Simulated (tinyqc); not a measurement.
Energy and delay of logic against supply voltage: one step of the calculation.

One expression serves below and above threshold: I(Vg) = Ik [ln(1 + exp((Vg - VT + dd V)/(al nf Vt)))]^al, with I_on = I(V) and I_off = I(0). Gate delay td = kd C V/I_on, clock period LD td. Per gate and cycle the switching energy is act C V^2 and the leakage energy I_off V LD td. No short-circuit current, no variation. Minima are sought above 0.09 V; below a few Vt gates no longer switch and the model has no meaning.

Question. New V. Minimum-energy supply: E(V) is the energy per gate and cycle; with h = 0.001 V, E' = (E(V + h) - E(V - h))/(2 h), E'' = (E(V - h) - 2 E(V) + E(V + h))/h^2, V(new) = V - E'/E''.

Values chosen for this exercise; values of the order met in logic technologies: temperature T = 358 K; threshold voltage at zero drain bias VT = 0.39 V; slope factor nf = 1.19; barrier lowering per volt of supply dd = 0.09; specific current of a gate Ik = 2 uA; exponent of the current law al = 1.7; load capacitance of a gate C = 2 fF; delay factor kd = 1.1; logic depth LD = 20; activity factor act = 0.02.

Constants: q = 1.602176634e-19 C, kB = 1.380649e-23 J/K, Vt = kB T/q. Results are converted to the units shown.

V after iteration 1 = 0.29419641 V

Find: E'; E''; V after iteration 2.

Answer.

E' = -3.184 aJ/V
E'' = 571.9 aJ/V^2
V after iteration 2 = 0.2998 V

tinyqc, about 0.01 s, one thread, Intel Xeon 2.30GHz (shared host): `OMP_NUM_THREADS=1 python tinyqc.py 2082074 2082075 out.jsonl`
